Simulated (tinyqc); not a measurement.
Fully depleted semiconductor-on-insulator film with two gates, non-linear Poisson equation by Newton steps: one step of the calculation.

One dimension across the film, front interface at x = 0, back interface at x = ts. psi is counted from the intrinsic level, n = ni exp(psi/Vt) (source grounded), holes neglected, acceptors ionised. Gates act through Cox = eps0 eox/tox and Cbox = 3.9 eps0/tb with potentials G1 = Vg - (phiM - chi - Vt ln(Nc/ni)) and G2 = Vb - (phiB - chi - Vt ln(Nc/ni)). Classical Boltzmann densities, no interface charge, no depletion in the back plane.

Question. Capacitances and gate potentials. ni = sqrt(Nc Nv) exp(-Eg/(2 Vt)), Eg in volts; Cox, Cbox, G1, G2 as defined; Cs = eps0 eps_r/ts; a = eps0 eps_r/h with h = ts/10; coupling ratio of a depleted film Cs Cbox/(Cox (Cs + Cbox)).

Inputs (values chosen for the exercise); band and dielectric values close to those of silicon: temperature T = 300 K; band gap Eg = 1.12 eV; relative permittivity eps_r = 11.6; conduction-band density of states at T Nc = 2.77e19 cm^-3; valence-band density of states at T Nv = 2.7e19 cm^-3; electron affinity chi = 4.04 eV; relative permittivity of the gate insulator (close to silicon dioxide) eox = 3.9; insulator thickness tox = 3.4 nm; film thickness ts = 18 nm; buried-oxide thickness (eps_r 3.9) tb = 10 nm; work function of the front gate phiM = 4.3 eV; work function of the back plane phiB = 4.09 eV; back-gate voltage Vb = 0 V; front-gate voltage Vg = 0.32 V.

Constants: q = 1.602176634e-19 C, kB = 1.380649e-23 J/K, Vt = kB T/q, eps0 = 8.8541878128e-14 F/cm where lengths are in cm. Results are converted to the units shown.

Give: ni; Cox; Cbox; Cs; a; G1; G2; coupling ratio.

Answer.

ni = 1.0699e10 cm^-3
Cox = 1.0156 uF/cm^2
Cbox = 0.34531 uF/cm^2
Cs = 0.57060 uF/cm^2
a = 5.7060 uF/cm^2
G1 = 0.62033 V
G2 = 0.51033 V
coupling ratio = 0.21182

Computed by the program tinyqc: `OMP_NUM_THREADS=1 python tinyqc.py 2190030 2190031 out.jsonl`, one thread of a shared Intel Xeon 2.30GHz, about 0.3 s for the whole run.
